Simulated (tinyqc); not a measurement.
Two-valley model of the transferred-electron effect. Changing the satellite-valley mobility mu2. Computed by tinyqc, a small Python program. Command: `OMP_NUM_THREADS=1 python tinyqc.py 3025685 3025686 out.jsonl gunn sweep`. One thread of a shared host (Intel(R) Xeon(R) Processor @ 2.30GHz), about 0.01 s of CPU time with the checks.

Both kinds of valley share one electron temperature T_e, and each has a constant mobility.

Inputs (values chosen for the exercise, modelled on In0.53Ga0.47As):
```
quantity                      value        unit
central-valley mass m1        0.042         m_0
satellite-valley mass m2       0.27         m_0
satellite valleys Z               4           -
valley separation dE           0.53          eV
central-valley mobility mu1   11000  cm^2/(V s)
energy relaxation time tau_E    1.4          ps
lattice temperature T           200           K
```

Solver: bisection.

Constants: k_B = 8.617333262e-05 eV/K.

Method. Density-of-states ratio R = Z (m2/m1)^(3/2); n2/n1 = R exp(-dE/(k_B T_e)); mean mobility mu = (mu1 + mu2 n2/n1)/(1 + n2/n1); energy balance e mu F^2 = (3/2) k_B (T_e - T)/tau_E; v = mu F. Using T_e as the parameter, F(T_e) = sqrt(3 k_B (T_e - T)/(2 e mu tau_E)) and v = mu F; find the first maximum and the next minimum of v, and the most negative dv/dF between them.

One run for each value; columns: (1) satellite-valley mobility mu2 (cm^2/(V s)); (2) peak-to-valley ratio; (3) threshold field (kV/cm); (4) most negative differential mobility (cm^2/(V s)); (5) valley velocity (1e7 cm/s):
```
(1)     (2)    (3)    (4)    (5)
110   1.600  3.190  -1543  1.699
170   1.542  3.195  -1523  1.764
260   1.472  3.204  -1493  1.850
410   1.385  3.219  -1440  1.970
640   1.292  3.244  -1356  2.120
980   1.199  3.285  -1220  2.295
1500  1.111  3.359   -989  2.500
2400  1.028  3.557   -508  2.748
```

Describe the trends.

Over the rows, peak-to-valley ratio falls from 1.60 to 1.03 (exponent d ln y / d ln x -0.085 between the first rows and -0.16 between the last); threshold field (kV/cm) rises from 3.19 to 3.56 (exponent d ln y / d ln x 0.0041 between the first rows and 0.12 between the last); most negative differential mobility (cm^2/(V s)) rises from -1540 to -508 (exponent d ln y / d ln x -0.030 between the first rows and -1.4 between the last).  Left out: 3700 (no negative differential mobility).

Extremes, crossings and ranges named in words are read from the listed rows.
